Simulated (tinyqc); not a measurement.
A chain with two barriers and dephasing by Buettiker voltage probes: two steps of the calculation.

Sites 1 to 3 form a chain with hopping -t. Lead L joins site 1 and lead R site 3, both semi-infinite chains with hopping -t and site energy 0. Every site carries a probe with self-energy -i Gamma_p/2 that draws no net current. Linear response at zero temperature: mu_L = 1, mu_R = 0 in units of the bias.

Inputs (values chosen for the exercise): probe broadening Gamma_p gp = 0.67 eV.

Constants: q = 1.602176634e-19 C, h = 6.62607015e-34 J s. Results are converted to the units shown.

Question 1. Transmissions between terminals. With Gamma the broadening by one lead, T_RL = Gamma^2 |G_(3,1)|^2, T_pL = Gamma Gamma_p |G_(p,1)|^2, T_pR = Gamma Gamma_p |G_(p,3)|^2, T_pq = Gamma_p^2 |G_(p,q)|^2 for p != q.

G (1/eV):
```
,1,2,3
1,-0.24026450-0.12467485i,0.24567255-0.00086013i,0.08028920+0.04293363i
2,0.24567255-0.00086013i,0.60693797-0.31676510i,0.25370147+0.00343323i
3,0.08028920+0.04293363i,0.25370147+0.00343323i,-0.24404502-0.13015522i
```

Gamma = 1.8914280 eV

Find: T_RL; T_pL; T_pR; T_pq.

Answer 1.

T_RL = 0.02966

```
probe,T_pL,T_pR
1,0.09285,0.01051
2,0.07649,0.08158
3,0.01051,0.09694
```

T_pq:
```
,1,2,3
1,0.00000,0.02709,0.00372
2,0.02709,0.00000,0.02890
3,0.00372,0.02890,0.00000
```

Question 2. Probe potentials and effective transmission. No current into probe p: W mu = T_pL with W_pp = T_pL + T_pR + sum_q T_pq and W_pq = -T_pq. Then T_eff = T_RL + sum_p T_pR mu_p, and the resistance is (h/2q^2)/T_eff.

T_RL = 0.029656229

```
probe,T_pL,T_pR
1,0.092852976,0.010505118
2,0.076486220,0.081581202
3,0.010505118,0.096943056
```

T_pq:
```
,1,2,3
1,0.000000000,0.027093692,0.003721225
2,0.027093692,0.000000000,0.028898486
3,0.003721225,0.028898486,0.000000000
```

Wanted: W; mu_p; T_eff; resistance.

Answer 2.

W:
```
,1,2,3
1,0.13417,-0.02709,-0.00372
2,-0.02709,0.21406,-0.02890
3,-0.00372,-0.02890,0.14007
```

mu_p, probe 1 to 3: [0.79530, 0.48445, 0.19608]
T_eff = 0.096541
resistance = 133.69 kohm

Program tinyqc, `OMP_NUM_THREADS=1 python tinyqc.py 2700044 2700045 out.jsonl`; Intel Xeon 2.30GHz, shared host, one thread, about 0.01 s.
